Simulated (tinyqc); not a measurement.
Length offset and series resistance from crossing lines.

Problem. R_total = Rs + k (L - dL)/Vo with constant Rs, dL and k. Find k, dL and Rs.

R_total at (L, Vo) = (50, 0.42), (150, 0.42), (50, 0.79) and (150, 0.79), L in nm and Vo in V (ohm um): 664.57143  1878.8571  418.88608  1064.4557

Solution. At each overdrive R is a straight line in L with slope k/Vo; the two lines cross at L = dL, R = Rs.

k = 5.100 ohm um V/nm
dL = 6.800 nm
Rs = 140.0 ohm um

Numbers from tinyqc (`OMP_NUM_THREADS=1 python tinyqc.py 2282049 2282050 out.jsonl`; about 0.03 s on one thread of a shared Intel Xeon 2.30GHz).
